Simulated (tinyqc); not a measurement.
# Surface potential of a MOS transistor: implicit equation and explicit approximations, step by step

Program tinyqc, `OMP_NUM_THREADS=1 python tinyqc.py 2122093 2122094 out.jsonl`; Intel Xeon 2.30GHz, shared host, one thread, about 0.01 s. Printed values are rounded.

p-type body, charge-sheet picture, depletion and inversion only, full ionisation (an idealisation for deep acceptors), Boltzmann statistics (rough once Na exp(x - xn) passes about Nc/7). In units of Vt: xg = (Vg - Vfb)/Vt, x = psi/Vt, G = gamma/sqrt(Vt), xn = (2 phiF + Vc)/Vt. The implicit equation is (xg - x)^2 = G^2 [x - 1 + exp(x - xn)] for x above about 3. Cox = eps0 eox/tox.

Inputs (values chosen for the exercise); band and dielectric values close to those of silicon:
```
symbol,value,unit,meaning
T,250,K,temperature
Eg,1.14,eV,band gap
eps_r,11.6,,relative permittivity
Nc,2.11e19,cm^-3,conduction-band density of states at T
Nv,2e19,cm^-3,valence-band density of states at T
eox,3.9,,relative permittivity of the gate insulator (close to silicon dioxide)
tox,19,nm,insulator thickness
Na,7.6e17,cm^-3,acceptor density
Vfb,-0.35,V,flat-band voltage
Vc,0,V,channel-body voltage
Vg,3.69,V,gate-body voltage
```

Constants: q = 1.602176634e-19 C, kB = 1.380649e-23 J/K, Vt = kB T/q, eps0 = 8.8541878128e-14 F/cm where lengths are in cm. Results are converted to the units shown.

Range of the model: The electron quasi-Fermi level lies less than 2 Vt below the band edge at the surface, or above it, where degeneracy and confinement, left out, matter.

## Scales

ni = sqrt(Nc Nv) exp(-Eg/(2 Vt)), Eg in volts; phiF = Vt ln(Na/ni); gamma = sqrt(2 q eps0 eps_r Na)/Cox; VT = Vfb + Vt (xn + G sqrt(xn - 1)).

phiF = 0.498973 V
gamma = 2.75182 V^0.5
G = 18.7484
xn = 46.3227
VT = 3.36711 V
xg = 187.529

## Explicit approximation

Depletion value a = 1 + [sqrt(G^2/4 + xg - 1) - G/2]^2; inversion value b = xn + ln[(xg - xn)^2/G^2 - xn + 1] and first guess y = min(a, b) - ln(1 + exp(-|a - b|)) if a > xn + 1, else b = y = a; one second-order correction with D = exp(y - xn), p = 2 (xg - y) + G^2 (1 + D), w = (xg - y)^2 - G^2 (y - 1 + D): z = y + 2 w/(p + sqrt(p^2 - 2 (2 - G^2 D) w)), or the Newton step z = y + w/p where the root is not real.

a = 52.7100
b = 48.7566
y = 48.7376
p = 4561.79
w = -1449.52
z = 48.3576

The root of the implicit equation is x = 48.3675; y misses it by 0.37 and z by -0.0098, in units of Vt.

## Starting value

x = a rounded to two decimals.

x at the start = 52.71

## Iteration 1: new x

D = exp(x - xn), f = (xg - x)^2 - G^2 (x - 1 + D), f' = -2 (xg - x) - G^2 (1 + D), x(new) = x - f/f'.

D = 594.236
f = -2.08875e5
f' = -2.09497e5
x after iteration 1 = 51.7130

## Iteration 2: new x

As before.

D = 219.256
f = -76448.8
f' = -77692.2
x after iteration 2 = 50.7290

## Iteration 3: new x

As before.

D = 81.9612
f = -27575.1
f' = -29434.6
x after iteration 3 = 49.7921

## Course of the iteration

Stop when the step is below 1e-11, or after 60 iterations.

Course of the iteration:

| iteration | x before the step | step |
|---|---|---|
| 1 | 52.71 | -0.997 |
| 2 | 51.7130 | -0.984 |
| 3 | 50.7290 | -0.937 |
| 4 | 49.7921 | -0.795 |
| 5 | 48.9976 | -0.485 |
| 6 | 48.5122 | -0.136 |
| 7 | 48.3758 | -8.28e-3 |
| 8 | 48.3675 | -2.80e-5 |
| 9 | 48.3675 | -3.18e-10 |
| 10 | 48.3675 | 0 |

Converged in 10 iterations.

## Potential, charges and gate control

converged x = 48.3675

psi = Vt x; N_dep = Cox Vt G sqrt(x - 1)/q; N_inv = (Cox Vt G/q) [sqrt(x - 1 + exp(x - xn)) - sqrt(x - 1)]; dpsi/dVg = 1/[1 + G^2 (1 + exp(x - xn))/(2 (xg - x))].

psi = 1.04200 V
N_dep = 3.15331e12 cm^-2
N_inv = 2.4749e11 cm^-2
dpsi/dVg = 0.0831815

psi lies 2.0 Vt above 2 phiF + Vc.
